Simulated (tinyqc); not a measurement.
Polytypes and stacking faults of a tetrahedral semiconductor in an axial Ising model with couplings up to third neighbours: one step, computed by the program tinyqc. Command: `OMP_NUM_THREADS=1 python tinyqc.py 3011813 3011814 out.jsonl polytype walk`. One thread of a shared host (Intel(R) Xeon(R) Processor @ 2.30GHz), about 0.01 s of CPU time with the checks.

Each double layer has s = +1 or -1 for the sense of its stacking step; E per pair of atoms = E0 - sum_n J_n <s_i s_(i+n)>, n = 1, 2, 3. Hexagonality h = (1 - <s_i s_(i+1)>)/2.

Task: Back from three energies to J1, J2, J3. With d2, d4, d6 the energies of 2H, 4H, 6H over 3C: d2 = 2 J1 + 2 J3, d4 = J1 + 2 J2 + J3, d6 = (2/3) J1 + (4/3) J2 + 2 J3, so J2 = (d4 - d2/2)/2, J3 = (3/4)(d6 - (2/3) d4), J1 = d2/2 - J3.

E(2H) - E(3C) = 6.54 meV/pair

E(6H) - E(3C) = -2.073333 meV/pair

E(4H) - E(3C) = -2.47 meV/pair

Give: J1 recovered; J2 recovered; J3 recovered.

Result:

J1 recovered = 3.59 meV/pair

J2 recovered = -2.87 meV/pair

J3 recovered = -0.32000 meV/pair
